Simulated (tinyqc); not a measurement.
From results back to parameters: heavy doping: gap narrowing, degeneracy and the minority density. Four cases, with inputs chosen for the exercise.

Problem. Narrowing at two dopings was computed from hidden E0 and N0, with N0 below Na.

Empirical narrowing (Slotboom form, constants chosen for the exercise; published fits of this form give the apparent narrowing, here it is taken as the true one): dEg = E0 [ln(N/N0) + sqrt(ln(N/N0)^2 + C)].

Find: N0; E0.

Method. The ratio dEg(Nb)/dEg(Na) depends on N0 alone and rises steadily with it; solve for ln N0 by bisection, then E0 from either value.

Case 1.

Values chosen (out of a larger set: gap and densities of states near those of Si at this temperature; narrowing constants near the fits for Si; not measured data):
- C = 0.5 (smoothing constant)
- Na = 1.2e+18 1/cm^3
- Nb = 3.6e+19 1/cm^3

dEg(Na) = 32.5080 meV
dEg(Nb) = 79.0135 meV

Solution.

N0 = 1.2e+17 1/cm^3
E0 = 6.90 meV

Case 2.

Values chosen (out of a larger set: gap and densities of states near those of Si at this temperature; narrowing constants near the fits for Si; not measured data):
- C = 0.5 (smoothing constant)
- Na = 1.3e+18 1/cm^3
- Nb = 3.9e+19 1/cm^3

dEg(Na) = 37.2193 meV
dEg(Nb) = 90.4647 meV

Solution.

N0 = 1.3e+17 1/cm^3
E0 = 7.90 meV

Case 3.

Values chosen (out of a larger set: gap and densities of states near those of GaAs at this temperature; narrowing constants of the size fitted for Si, not for this material; not measured data):
- C = 0.5 (smoothing constant)
- Na = 1.4e+18 1/cm^3
- Nb = 4.2e+19 1/cm^3

dEg(Na) = 37.4077 meV
dEg(Nb) = 90.9228 meV

Solution.

N0 = 1.4e+17 1/cm^3
E0 = 7.94 meV

Case 4.

Values chosen (out of a larger set: gap and densities of states near those of Ge at this temperature; narrowing constants of the size fitted for Si, not for this material; not measured data):
- C = 0.5 (smoothing constant)
- Na = 1.1e+18 1/cm^3
- Nb = 3.3e+19 1/cm^3

dEg(Na) = 46.5947 meV
dEg(Nb) = 113.2526 meV

Solution.

N0 = 1.1e+17 1/cm^3
E0 = 9.89 meV

Computed by tinyqc, one run a case: `OMP_NUM_THREADS=1 python tinyqc.py N N+1 out.jsonl` with N = 1650539, 1650544, 1650547, 1650589; one thread of a shared Intel(R) Xeon(R) Processor @ 2.30GHz, about 0.01 s a run at most.
